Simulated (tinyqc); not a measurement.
# Admittance spectroscopy of a deep trap: what changes with what

Schottky contact on an n-type layer with shallow donors Nd (all ionised) and a donor-like deep trap, neutral when filled and positive when empty; depletion approximation. Traps within lam of the depletion edge stay filled. The traps at xt = W - lam, where the level crosses the Fermi level, follow a slow signal and not a fast one. w = 2 pi f.

Values chosen for this exercise; material values close to those of silicon: relative permittivity eps_r = 11.7; conduction-band density of states at 300 K Nc = 2.78e19 cm^-3; thermal velocity at 300 K vth = 2.2e7 cm/s; shallow donor density Nd = 4.3e16 cm^-3; built-in voltage Vbi = 0.77 V; depth of the trap below the conduction edge Et = 0.19 eV; capture cross-section sn = 3.4e-14 cm^2; trap density Nt = 3.6e16 cm^-3; reverse bias Vr = 0 V; temperature T = 124 K.

Constants: q = 1.602176634e-19 C, kB = 1.380649e-23 J/K, eps0 = 8.8541878128e-14 F/cm where lengths are in cm. Results are converted to the units shown.

Each table varies one quantity; the others keep the values above.

## Admittance against frequency

Emission rate en = sn vth(T) Nc(T) exp(-Et/kB T) = sn g T^2 exp(-Et/kB T), g = vth Nc/(300 K)^2, as vth goes as T^0.5 and Nc as T^1.5 (degeneracy factor 1). lam = sqrt(2 eps0 eps_r (EF - ET)/(q Nd)), EF - ET = Et - (kB T/q) ln(Nc(T)/Nd), Nc(T) = Nc (T/300 K)^1.5. In the steady state at the band bending V, 2 eps0 eps_r V/q = Nd W^2 + Nt (W - lam)^2 (the second term only if W > lam). V = Vbi + Vr. C_HF = eps0 eps_r/W, C_LF = eps0 eps_r (Nd + Nt)/(Nd W + Nt xt). Inflection frequency w0 = 2 en [1 + Nt xt/(Nd W)]; C = C_HF + (C_LF - C_HF)/(1 + (w/w0)^2), G/w = (C_LF - C_HF)(w/w0)/(1 + (w/w0)^2).

Admittance against frequency:

| f (Hz) | C (nF/cm^2) | G/w (nF/cm^2) |
|---|---|---|
| 1400 | 96.155 | 0.92015 |
| 2900 | 96.019 | 1.8934 |
| 6100 | 95.436 | 3.8678 |
| 13000 | 93.144 | 7.2826 |
| 27000 | 87.390 | 10.117 |
| 56000 | 80.564 | 8.6593 |
| 1.2e5 | 77.047 | 4.9501 |
| 2.4e5 | 76.103 | 2.5971 |
| 5.1e5 | 75.842 | 1.2380 |
| 1.1e6 | 75.783 | 0.57564 |

C falls from 96.2 to 75.8 nF/cm^2, between C_LF = 96.2 and C_HF = 75.8, and G/w goes from 0.920 through a maximum of 10.1 (at f = 27000 Hz among the rows listed) to 0.576 nF/cm^2. The exact peak is half of the step, 10.2 nF/cm^2, at 31000 Hz.

## Effect of the trap density

Same model as above.

V = Vbi + Vr.

Effect of the trap density:

| Nt (cm^-3) | W (nm) | step (% of C_HF) | w0/(2 en) |
|---|---|---|---|
| 1.2e15 | 151.5 | 1.155 | 1.016 |
| 2.4e15 | 150.8 | 2.285 | 1.032 |
| 4.9e15 | 149.4 | 4.562 | 1.065 |
| 9.9e15 | 146.9 | 8.838 | 1.130 |
| 2e16 | 142.4 | 16.56 | 1.257 |
| 4.1e16 | 135.2 | 29.87 | 1.504 |
| 8.2e16 | 125.8 | 49.78 | 1.941 |
| 1.7e17 | 114.3 | 80.20 | 2.749 |

What does the table show?

The step rises from 1.16 to 80.2 %, as Nt^(0.98) between the first two rows and Nt^(0.65) between the last two, and w0/(2 en) rises from 1.02 to 2.75: for Nt near Nd the rule w0 = 2 en overstates the cross-section by that factor.

tinyqc, about 0.01 s, one thread, Intel Xeon 2.30GHz (shared host): `OMP_NUM_THREADS=1 python tinyqc.py 2050018 2050019 out.jsonl`
